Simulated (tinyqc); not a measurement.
Comparisons within one model: trap in a gate oxide as a short-range spherical well. A value that a table varies takes the place of the one given here.

A spherical well of radius R and depth V0 below the conduction edge, one mass m, c = hbar^2/2m0. The s level at binding Et solves k cot(k R) = -kappa with k = sqrt(m (V0 - Et)/c), kappa = sqrt(m Et/c); it exists for V0 > Vc = c (pi/2R)^2/m. Outside, psi falls as exp(-kappa r)/r.

Lucovsky model (delta well, plane-wave final states, no local-field factor): sigma = (32 pi alpha c/(3 n_r m Et)) (x - 1)^(3/2)/x^3, x = h nu/Et, c = hbar^2/2m0; 1 angstrom^2 = 1e-16 cm^2.

Energies from the conduction edge of the channel. The trap level at depth x is E_T = dEc - Et - e Fox x (1 MV/cm = 0.01 eV/angstrom). An electron at the channel edge tunnels with the WKB exponent S = (4/3) sqrt(m/c) [dEc^(3/2) - (dEc - e Fox x)^(3/2)]/(e Fox), c = hbar^2/2m0; tau = t0 exp(S); the occupation is f = 1/(1 + exp((E_T - EF)/kB T)), tau_c = tau/f and tau_e = tau/(1 - f). Lattice relaxation is left out; a level below the channel edge needs phonons as well, so tau is then a lower bound, while a level above it can also empty elastically at its own energy, through a thinner barrier, faster than this tau.

Constants: hbar^2/2m0 = 3.80998211 eV angstrom^2; fine-structure constant alpha = 0.007297352564; kB = 8.617333262e-05 eV/K.

Parameters, chosen for this exercise (near those of SiO2 on Si; the results hold for these values, not for the real material):
```
symbol  value                                             unit       meaning
R       4.4                                               angstrom   radius of the well
m       0.458                                             m0         mass
fV      (1.04, 1.15, 1.25, 1.73, 2.08, 2.9, 6.94)                    V0/Vc
n_r     1.5                                                          refractive index
xs      (1.07, 1.25, 1.37, 1.72, 2.34, 2.97, 3.78, 8.99)             photon energies h nu/Et
dEc     2.99                                              eV         conduction offset to the channel
Fox     3.1                                               MV/cm      oxide field, lowering levels away from the channel
t0      1.2                                               x 1e-11 s  time constant at the interface
T       300                                               K          temperature
EF      0                                                 eV         Fermi level above the channel edge
ds      (2, 5, 8, 11, 14, 17, 20)                         angstrom   depths
V0      4.17                                              eV         depth of the well
x       16                                                angstrom   depth of the trap
```

## From threshold to a deep level

Et against the depth at fixed R; near threshold Et = (pi^2/16)(V0 - Vc)^2/Vc.

Results:
```
V0/Vc  V0 (eV)   Et (eV)  threshold form (eV)  1/kappa (angstrom)  share outside
1.04     1.103  0.001017             0.001046                90.5          0.953
1.15     1.219   0.01327              0.01471                25.0          0.841
1.25     1.325   0.03461              0.04087                15.5          0.759
1.73     1.834    0.2296               0.3485                 6.0          0.505
2.08     2.205    0.4339               0.7628                 4.4          0.401
2.90     3.075     1.022                2.361                 2.9          0.263
6.94     7.358     4.684                23.08                 1.3          0.084
```

How do the results move?

The threshold form holds to 10 % up to V0/Vc = 1.04 of those listed. There the state is mostly outside the well (95 % in the first row) and knows only Et, which is why a delta-well model works; more than half is inside from V0/Vc = 2.08 on. A second s level would need V0/Vc > 9.

## Neutral against charged centre

Et = 1.88216 eV

Lucovsky cross-section, its shape relative to the peak, and the shape of a hydrogen-like centre relative to threshold: x^-4 exp(4 - 4 atan(e)/e)/(1 - exp(-2 pi/e)), e = sqrt(x - 1).

Results:
```
x     h nu (eV)  sigma (1e-18 cm^2)  relative to peak  hydrogen-like
1.07      2.014                1.09             0.121          0.834
1.25      2.353                4.61             0.512          0.548
1.37      2.579                6.31             0.700          0.426
1.72      3.237                8.65             0.961          0.226
2.34      4.404                8.72             0.968          0.094
2.97      5.590                7.60             0.844          0.047
3.78      7.115                6.18             0.687          0.023
8.99     16.921                2.24             0.249          0.002
```

What can be read from the table?

The short-range centre starts from zero, reaches half its peak at x = 1.24 and peaks at x = 2; in the last row it still has 25 % of the peak. The Coulomb centre is largest at threshold and is down to 0.2 % there. Reading the peak as the threshold would misplace the level by a factor 2, here 1.88 eV. Rows above the gap, about 9 eV, are hidden by band-to-band absorption.

## Depth of the trap

Each depth has its own level and time; the corner frequency is 1/(2 pi tau).

Results:
```
x (angstrom)  E_T (eV)      S  tau (s)  corner (Hz)      f
2                1.046   2.39  1.3e-10      1.2e+09  0.000
5                0.953   5.92  4.5e-09      3.6e+07  0.000
8                0.860   9.39  1.4e-07      1.1e+06  0.000
11               0.767  12.81  4.4e-06      3.6e+04  0.000
14               0.674  16.16  0.00013      1.3e+03  0.000
17               0.581  19.46   0.0034           47  0.000
20               0.488  22.69    0.086          1.9  0.000
```

How do the results move?

tau spans 8.8 decades, one decade for each 1.96 angstrom at the start and 2.14 at the end, where the field has thinned the barrier. Traps spread evenly in depth are thus spread nearly evenly in ln tau; if levels near EF exist at every depth, this sums to 1/f noise and to charging that grows as ln t. With the single Et of this table only depths where f is neither 0 nor 1 contribute. The level stays above EF at all these depths.

## What each parameter does

Et from the well, then the level and the time. Each row changes one parameter from the base and keeps the others.

Results:
```
case             Et (eV)  E_T (eV)  log10 tau (s)  ln(tau_c/tau_e)
base               1.882     0.612          -2.94             23.7
x = 18 angstrom    1.882     0.550          -2.00             21.3
Fox = 4.1 MV/cm    1.882     0.452          -3.06             17.5
dEc = 2.75 eV      1.882     0.372          -3.30             14.4
m = 0.504 m0       2.028     0.466          -2.55             18.0
V0 = 4.38 eV       2.056     0.438          -2.94             16.9
T = 350 K          1.882     0.612          -2.94             20.3
EF = 0.05 eV       1.882     0.612          -2.94             21.7
```

What can be read from the table?

The largest shifts from the base row, up to three for each result and ties (the steps differ in size, so this ranks the rows, not the parameters). Et (eV): V0 +0.174, m +0.145; unchanged at the printed digits by x, Fox, dEc, T and EF. E_T (eV): dEc -0.240, V0 -0.174, Fox -0.160; unchanged at the printed digits by T and EF. log10 tau (s): x +0.95, m +0.39, dEc -0.36; unchanged at the printed digits by V0, T and EF. ln(tau_c/tau_e): dEc -9.3, V0 -6.7, Fox -6.2.

tinyqc: `OMP_NUM_THREADS=1 python tinyqc.py 1282291 1282292 out.jsonl`; about 0.01 s, one thread, shared Intel(R) Xeon(R) Processor @ 2.30GHz.
